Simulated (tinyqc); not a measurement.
Ballistic Schottky-barrier transistor with a two-dimensional channel, WKB contacts: two steps of the calculation.

Source Fermi level 0, drain Fermi level -Vd. Far from the contacts Ec = pn - psi, and the gate moves psi one to one; the band edges relax as exp(-x/lam) from pn at the source and pn - Vd at the drain; Ev = Ec - Eg. A carrier of energy w inside the channel band meets at a contact a barrier of height D (the contact edge beyond the channel edge): T = 1 for w >= D, else exp(-S), S = 4 lam sqrt(m/C) [sqrt(D - w) - sqrt(w) arctan sqrt((D - w)/w)], C = hbar^2/(2 m0). The two contacts combine as Ts Td/(Ts + Td - Ts Td).

Parameters, values chosen for the exercise; channel values close to those of a molybdenum disulphide layer: temperature T = 300 K; barrier for electrons at both contacts pn = 0.38 eV; electron mass mn = 0.46 m0; valleys or subbands g = 2; screening length at the contacts lam = 3.2 nm; drain bias Vd = 0.05 V; band shift psi of the channel by the gate ps = 0.34 V; energy of one carrier inside the channel band w0 = 0.19 eV; upper end of the grid wm = 0.52 eV; points of the grid nE = 17.

Constants: q = 1.602176634e-19 C, kB = 1.380649e-23 J/K, hbar = 1.054571817e-34 J s, h = 6.62607015e-34 J s, m0 = 9.1093837015e-31 kg, Vt = kB T/q, hbar^2/(2 m0) = 0.0380998212 eV nm^2. Results are converted to the units shown.

Task 1. Transmission of one of the electrons. S and T at both contacts for w = w0, and the tunnelling distance lam ln(D/w) at the higher barrier.

D for electrons (eV): source 0.34000000, drain 0.29000000

Find: S at the source; S at the drain; combined T; tunnelling distance.

Result 1.

S at the source = 3.1423
S at the drain = 1.8971
combined T = 0.034694
tunnelling distance = 1.8621 nm

Task 2. Current of the electrons on a coarse grid. I/W = g (2 q^2/h) int T(w) [N(Es + w) - N(Ed + w)] dw with w the energy of motion along the channel, N(y) = (1/2 pi) sqrt(pi m kB T/C) Fm(-y/kB T), Fm(x) = (1/sqrt(pi)) int_0^infinity u^(-1/2)/(1 + exp(u - x)) du. Electrons: Ds = psi, Dd = psi - Vd, Es = Ec, Ed = Ec + Vd. Holes: Ds = -psi, Dd = Vd - psi, Es = -Ev, Ed = -Ev - Vd. The size of each current is taken; both flow from drain to source and add. Simpson's rule on nE equally spaced w from 0 to wm.

Find: w; Ts; Td; T; size of the supply difference; current.

Result 2.

| point | w (eV) | Ts | Td | T | size of the supply difference (1/um) |
|---|---|---|---|---|---|
| 0 | 0.00000 | 5.4585e-12 | 3.9641e-11 | 4.7979e-12 | 24.490 |
| 1 | 0.03250 | 4.6151e-7 | 3.0163e-6 | 4.0027e-7 | 7.7814 |
| 2 | 0.06500 | 2.3864e-5 | 1.3948e-4 | 2.0378e-5 | 2.2899 |
| 3 | 0.09750 | 3.5790e-4 | 0.0018566 | 3.0015e-4 | 0.65786 |
| 4 | 0.13000 | 0.0027882 | 0.012717 | 0.0022921 | 0.18767 |
| 5 | 0.16250 | 0.014106 | 0.055889 | 0.011391 | 0.053427 |
| 6 | 0.19500 | 0.051815 | 0.17546 | 0.041669 | 0.015201 |
| 7 | 0.22750 | 0.14715 | 0.41579 | 0.12194 | 0.0043245 |
| 8 | 0.26000 | 0.33475 | 0.75781 | 0.30240 | 0.0012302 |
| 9 | 0.29250 | 0.61949 | 1.0000 | 0.61949 | 3.4994e-4 |
| 10 | 0.32500 | 0.92168 | 1.0000 | 0.92168 | 9.9545e-5 |
| 11 | 0.35750 | 1.0000 | 1.0000 | 1.0000 | 2.8317e-5 |
| 12 | 0.39000 | 1.0000 | 1.0000 | 1.0000 | 8.0551e-6 |
| 13 | 0.42250 | 1.0000 | 1.0000 | 1.0000 | 2.2914e-6 |
| 14 | 0.45500 | 1.0000 | 1.0000 | 1.0000 | 6.5180e-7 |
| 15 | 0.48750 | 1.0000 | 1.0000 | 1.0000 | 1.8541e-7 |
| 16 | 0.52000 | 1.0000 | 1.0000 | 1.0000 | 5.2743e-8 |

current = 0.015951 uA/um

Range of the model: No scattering, image-force lowering, channel charge or band-to-band tunnelling; parabolic kappa overstates S deep in the gap.

tinyqc, about 0.2 s, one thread, Intel Xeon 2.30GHz (shared host): `OMP_NUM_THREADS=1 python tinyqc.py 2390140 2390141 out.jsonl`
